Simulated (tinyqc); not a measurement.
Hole mobility in a silicon inversion layer, empirical terms and Matthiessen rule: one step of the calculation.

Inversion layer of sheet density Ns on a uniformly doped body. The mobility terms are empirical power laws with prefactors chosen for the exercise; adding their inverses (Matthiessen) is itself an approximation.

Problem. Inversion density for the measured current. I = (W/L) q Ns mu Vd. E = q (Ndep + eta Ns)/(eps0 eps_r) in MV/cm. With t = T/(300 K): muC = Ac (Ns/1e12 cm^-2) t/(Nb/1e17 cm^-3 + Nit/1e11 cm^-2), muP = Ap E^(-1/3) t^(-1.75), muS = As E^(-gs); 1/mu is the sum of the inverses. Ns(new) = I/((W/L) q mu Vd).

Inputs (values chosen for the exercise); material values close to those of silicon:
- T = 325 K (temperature)
- eps_r = 11.5 (relative permittivity of the semiconductor)
- Nb = 1.9e18 cm^-3 (body doping)
- eta = 0.3333 (weight of the inversion charge in the effective field)
- Ap = 126 cm^2/(V s) (phonon-limited mobility at 1 MV/cm and 300 K)
- As = 407 cm^2/(V s) (roughness-limited mobility at 1 MV/cm)
- gs = 1 (exponent of the roughness term)
- Ac = 1400 cm^2/(V s) (Coulomb prefactor)
- Nit = 4.2e10 cm^-2 (charge at the interface)
- WL = 5 (ratio W/L)
- Vd = 0.01 V (drain voltage)
- I = 1.94 uA (measured linear current)

Constants: q = 1.602176634e-19 C, eps0 = 8.8541878128e-14 F/cm where lengths are in cm. Results are converted to the units shown.

Ns after iteration 1 = 3.4417034e12 cm^-2
Ndep = 4.8512947e12 cm^-2

Give: E; mu; Ns after iteration 2.

Solution.

E = 0.9438 MV/cm
mu = 66.69 cm^2/(V s)
Ns after iteration 2 = 3.631e12 cm^-2

Program tinyqc, `OMP_NUM_THREADS=1 python tinyqc.py 2510168 2510169 out.jsonl`; Intel Xeon 2.30GHz, shared host, one thread, about 0.01 s.
